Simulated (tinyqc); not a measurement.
## Implanted layer, carriers, mobility and sheet resistance with incomplete ionisation: effect of the temperature

A p-type layer from the surface x = 0 to the junction xj, N(x) = N0 exp(-(x - Rp)^2/(2 sg^2)). Local neutrality (no depletion at surface or junction, no spilling of carriers), intrinsic carriers neglected, Boltzmann statistics.

NB is given at 300 K and scales as (T/300 K)^1.5. xj = Rp + sg sqrt(2 ln(N0/Nb)). Active dopant A = min(N, Ns); p solves p (p + Nb)/(A - Nb - p) = K, K = (NB/gd) exp(-E/Vt), E = max(Ei - ks A^(1/3), 0), so p = 2 K (A - Nb)/[Nb + K + sqrt((Nb + K)^2 + 4 K (A - Nb))]; mobility mu = m1 + (m2 (T/300 K)^(-bt) - m1)/(1 + ((A + Nb)/Nr)^am). Dose = integral of N, carrier sheet density = integral of p, 1/Rs = q integral of p mu, mean mobility 1/(q Rs sheet density), Hall mobility (unit Hall factor) = integral of p mu^2 over integral of p mu, Hall sheet density = (integral of p mu)^2/integral of p mu^2; all from 0 to xj. Integrals on 4000 steps.

Parameters, values chosen for the exercise; values close to those of boron in silicon over an n-type background:
```
symbol    value        unit                                                      meaning
Nb       1.5e14       cm^-3                       background doping of the opposite type
N0       9.5e16       cm^-3                                  peak chemical concentration
m1         44.5  cm^2/(V s)                                mobility limit at high doping
m2          485  cm^2/(V s)                       mobility limit at low doping, at 300 K
Nr      2.17e17       cm^-3                         reference doping of the mobility law
am        0.716                                             exponent of the mobility law
bt            2                                               temperature exponent of m2
Ns         2e20       cm^-3                            solubility limit of active dopant
NB      2.57e19       cm^-3  valence-band density of states at the reference temperature
Ei       0.0459          eV                        ionisation energy in the dilute limit
gd            4                                           degeneracy factor of the level
ks       6.7e-9       eV cm                                   lowering of Ei per N^(1/3)
sg          100          nm                                     straggle after annealing
Rp           72          nm                                              projected range
```

Constants: q = 1.602176634e-19 C, kB = 1.380649e-23 J/K, Vt = kB T/q. Results are converted to the units shown.

The same in every row: xj (nm) = 431.2; dose (cm^-2) = 1.819e12.

Result of one run:

| carriers (cm^-2) | Rs (ohm/square) | mean mobility (cm^2/(V s)) | Rs xj (ohm nm) | Hall/true sheet density |
|---|---|---|---|---|
| 1.749e12 | 1.372e4 | 260.1 | 5.916e6 | 0.9937 |

Which temperature T gave this result: 150, 250, 300, 350 or 400 K?

T = 350 K.

The whole series:

| T (K) | carriers (cm^-2) | Rs (ohm/square) | mean mobility (cm^2/(V s)) | Rs xj (ohm nm) | Hall/true sheet density |
|---|---|---|---|---|---|
| 150 | 1.168e12 | 3905 | 1368 | 1.684e6 | 0.9900 |
| 200 | 1.502e12 | 5388 | 771.3 | 2.323e6 | 0.9913 |
| 250 | 1.648e12 | 7615 | 497.4 | 3.283e6 | 0.9922 |
| 300 | 1.715e12 | 1.042e4 | 349.3 | 4.493e6 | 0.9930 |
| 350 | 1.749e12 | 1.372e4 | 260.1 | 5.916e6 | 0.9937 |
| 400 | 1.768e12 | 1.745e4 | 202.3 | 7.523e6 | 0.9945 |

As T goes from 150 to 400, xj stays at 431 nm, Rs rises from 3910 to 17400 ohm/square, the mean mobility falls from 1370 to 202 cm^2/(V s) and the share of the dose that conducts rises from 64.2 to 97.2 %.

tinyqc, about 0.01 s, one thread, Intel Xeon 2.30GHz (shared host): `OMP_NUM_THREADS=1 python tinyqc.py 2110112 2110113 out.jsonl`
